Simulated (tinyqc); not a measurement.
Worked calculation: UHF in the 6-31g basis, for H2, spin multiplicity 3. One step of it, computed by the program tinyqc.

Problem. Orthogonalisation. S = U s U^T; symmetric (Loewdin) form X = U s^(-1/2) U^T, so that X^T S X = 1.

overlap S, lower triangle:
```
          1H 1s     1H 2s     2H 1s     2H 2s
1H 1s  1.000000
1H 2s  0.658292  1.000000
2H 1s  0.121047  0.311855  1.000000
2H 2s  0.311855  0.632150  0.658292  1.000000
```

Give: eigenvalues of S; X.

Solution.

eigenvalues of S: 0.1929  0.3734  1.0539  2.3798

X, lower triangle:
```
         1H 1s    1H 2s    2H 1s   2H 2s
1H 1s   1.2535
1H 2s  -0.5010   1.5143
2H 1s   0.0147   0.0231   1.2535
2H 2s   0.0231  -0.4978  -0.5010  1.5143
```
